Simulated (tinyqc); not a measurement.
Inside a calculation. Method: harmonic frequencies on the RHF/6-31g surface (energies and gradients from PySCF), for H2, spin multiplicity 1. Computed by tinyqc, a small Python program that keeps every step (integrals from PySCF). Settings: charge = 0, multiplicity = 1, basis = 6-31g, delta = 0.01. Command: `OMP_NUM_THREADS=1 python tinyqc.py 25960 25961 out.jsonl` (the two numbers bound the seeds that draw the settings). One thread of a shared host (Intel(R) Xeon(R) Processor @ 2.60GHz), about 0.7 s of CPU time with the checks.

## One row of the Hessian: 1Hz

optimised positions (bohr):
```
,x,y,z
1H,0.0000,0.0000,0.0624
2H,0.0000,0.0000,1.4418
```

gradient at +delta (hartree/bohr):
```
,x,y,z
1H,0.000000,0.000000,0.004188
2H,0.000000,0.000000,-0.004188
```

gradient at -delta (hartree/bohr):
```
,x,y,z
1H,0.000000,0.000000,-0.004046
2H,0.000000,0.000000,0.004046
```

Displace 1Hz by +/-0.01 bohr; H(k, :) = (g(+) - g(-)) / (2 delta).

row of the Hessian (hartree/bohr^2): 1Hx 0.000000, 1Hy 0.000000, 1Hz 0.411736, 2Hx 0.000000, 2Hy 0.000000, 2Hz -0.411736

## Hessian by finite differences

All rows are made in the same way, and the matrix is symmetrised.

Hessian (symmetrised) (hartree/bohr^2):
```
,1Hx,1Hy,1Hz,2Hx,2Hy,2Hz
1Hx,0.000011,0.000000,0.000000,-0.000011,0.000000,0.000000
1Hy,0.000000,0.000011,0.000000,0.000000,-0.000011,0.000000
1Hz,0.000000,0.000000,0.411736,0.000000,0.000000,-0.411736
2Hx,-0.000011,0.000000,0.000000,0.000011,0.000000,0.000000
2Hy,0.000000,-0.000011,0.000000,0.000000,0.000011,0.000000
2Hz,0.000000,0.000000,-0.411736,0.000000,0.000000,0.411736
```

## Normal modes

masses (u): 1H 1.0078, 2H 1.0078

Diagonalise H_ij / sqrt(m_i m_j); the 5 smallest eigenvalues belong to translations and rotations; wavenumber = sqrt(eigenvalue / 1822.888) x 219474.63; each mode has its largest component positive (the first on a tie); zero-point energy = sum of wavenumbers / 2, with 349.755 1/cm per kcal/mol.

eigenvalues of the mass-weighted Hessian (hartree/(bohr^2 u)): 0.0000  0.0000  0.0000  0.0000  0.0000  0.8171

harmonic wavenumbers of the vibrations (1/cm): 4646.6

mass-weighted modes:
```
,mode 1
1Hx,0.0000
1Hy,0.0000
1Hz,0.7071
2Hx,0.0000
2Hy,0.0000
2Hz,-0.7071
```

zero-point energy = 6.6427 kcal/mol
